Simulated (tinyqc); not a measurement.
# Junction field-effect transistor with two gates, gradual channel with velocity saturation: what changes with what

A uniformly doped n-type channel, depleted from both sides by p+ gates; at channel potential V the depleted share of a is u = sqrt((Vbi - Vg + V)/Vp), s at the source. Electrons drift with v = mu E/(1 + mu E/vsat). Abrupt depletion edge, no series resistance, source at 0.

Parameters, values chosen for the exercise; material values close to those of indium phosphide: temperature T = 300 K; relative permittivity of the semiconductor eps_r = 12.5; conduction-band density of states at T Nc = 5.75e17 cm^-3; band gap Eg = 1.34 eV; valence-band density of states at T Nv = 1.09e19 cm^-3; donor density of the channel Nd = 1.7e17 cm^-3; half the channel thickness a = 190 nm; low-field mobility at this doping mu = 2400 cm^2/(V s); saturation velocity vsat = 1.3e7 cm/s; gate length L = 0.5 um; gate width W = 100 um; acceptor density of the gates Na = 1.6e18 cm^-3; gate voltage Vg = 0 V.

Constants: q = 1.602176634e-19 C, kB = 1.380649e-23 J/K, Vt = kB T/q, eps0 = 8.8541878128e-14 F/cm where lengths are in cm. Results are converted to the units shown.

Each table varies one quantity; the others keep the values above.

## Effect of the donor density of the channel on saturation

ni = sqrt(Nc Nv) exp(-Eg/(2 Vt)), Eg in volts; Vbi = Vt ln(Na Nd/ni^2); Vp = q Nd a^2/(2 eps0 eps_r); G0 = 2 q mu Nd a W/L; Z = mu Vp/(vsat L); s = sqrt((Vbi - Vg)/Vp). I = (G0 Vp/3) F/(1 + Z (u^2 - s^2)), F = 3 (u^2 - s^2) - 2 (u^3 - s^3), with u at V = Vd; Z = 0 gives constant mobility, for which u stops at 1. The current peaks at u = um, the root of (1 - u)(1 + Z (u^2 - s^2)) = Z F/3; beyond Vdsat = Vp (um^2 - s^2) it is held at that value. gm = G0 (um - s)/(1 + Z (um^2 - s^2)).

Result of one run:
```
Nd (cm^-3)      Z      um  Vdsat (V)  Isat (mA)  Isat for Z = 0 (mA)  gm (mS)
1.5e17      14.47  0.7369     0.8724      31.24                230.0    17.74
```

What becomes of these results when the donor density of the channel Nd is changed from 1.5e17 to 5.1e17 cm^-3, all else the same?

Result of the changed run:
```
Nd (cm^-3)      Z      um  Vdsat (V)  Isat (mA)  Isat for Z = 0 (mA)  gm (mS)
5.1e17      49.20  0.4804      1.788      209.8                 5099    33.25
```

The whole series:
```
Nd (cm^-3)      Z      um  Vdsat (V)  Isat (mA)  Isat for Z = 0 (mA)  gm (mS)
8.5e16      8.201  0.8822     0.4874      7.928                29.25    11.95
1.1e17      10.61  0.8153     0.6629      16.08                83.08    14.59
1.5e17      14.47  0.7369     0.8724      31.24                230.0    17.74
2.1e17      20.26  0.6572      1.106      56.98                594.9    21.39
2.8e17      27.01  0.5945      1.314      89.87                 1244    24.83
3.8e17      36.66  0.5336      1.548      140.3                 2594    28.88
5.1e17      49.20  0.4804      1.788      209.8                 5099    33.25
```

As Nd goes from 8.5e16 to 5.1e17 cm^-3, Vdsat rises from 0.487 to 1.79 V, Isat rises from 7.93 to 210 mA and gm rises from 11.9 to 33.2 mS. Isat is 0.271 of the constant-mobility value in the first row and 0.0411 in the last. For Nd = 2.1e17 to 5.1e17 cm^-3 Nd is not small against Nc, so the Boltzmann form of Vbi is rough.

## Effect of the low-field mobility at this doping on saturation

Same model as above.

Effect of the low-field mobility at this doping on saturation:
```
mu (cm^2/(V s))       Z       um  Vdsat (V)  Isat (mA)  Isat for Z = 0 (mA)  gm (mS)
480              3.2802  0.82415     1.7582     23.660               66.429   12.614
790              5.3987  0.78591     1.4847     28.806               109.33   14.784
1300             8.8840  0.74869     1.2310     33.814               179.91   16.815
2100             14.351  0.71524     1.0135     38.315               290.62   18.599
3500             23.918  0.68315    0.81415     42.633               484.37   20.291
5800             39.636  0.65548    0.64963     46.355               802.68   21.749
9600             65.605  0.63196    0.51510     49.521               1328.6   22.993
```

As mu goes from 480 to 9600 cm^2/(V s), Vdsat falls from 1.76 to 0.515 V, Isat rises from 23.7 to 49.5 mA and gm rises from 12.6 to 23.0 mS. Isat is 0.356 of the constant-mobility value in the first row and 0.0373 in the last.

## Output curve

Same model as above.

Results:
```
Vd (V)  u (at most 1)  I for Z = 0 (mA)  I (mA)
0.2            0.5731             44.42   25.55
0.64           0.6538             128.7   38.27
1.07           0.7241             195.0   39.49
1.51           0.7895             248.1   39.49
2.39           0.9063             314.0   39.49
2.83           0.9594             328.6   39.49
3.26            1.000             332.1   39.49
3.7             1.000             332.1   39.49
```

Estimate the missing row, Vd = 1.95 V.

Computed row:
```
Vd (V)  u (at most 1)  I for Z = 0 (mA)  I (mA)
1.95           0.8499             287.4   39.49
```

With this row back in the table: With constant mobility the current rises from 44.4 to 332 mA and saturates at pinch-off, Vd = 3.18 V; with Z = 16.4 it saturates at 0.958 V and 39.5 mA. The two differ by 42 % in the first row and 88 % in the last.

Numbers from tinyqc (`OMP_NUM_THREADS=1 python tinyqc.py 2500013 2500014 out.jsonl`; about 0.06 s on one thread of a shared Intel Xeon 2.30GHz).
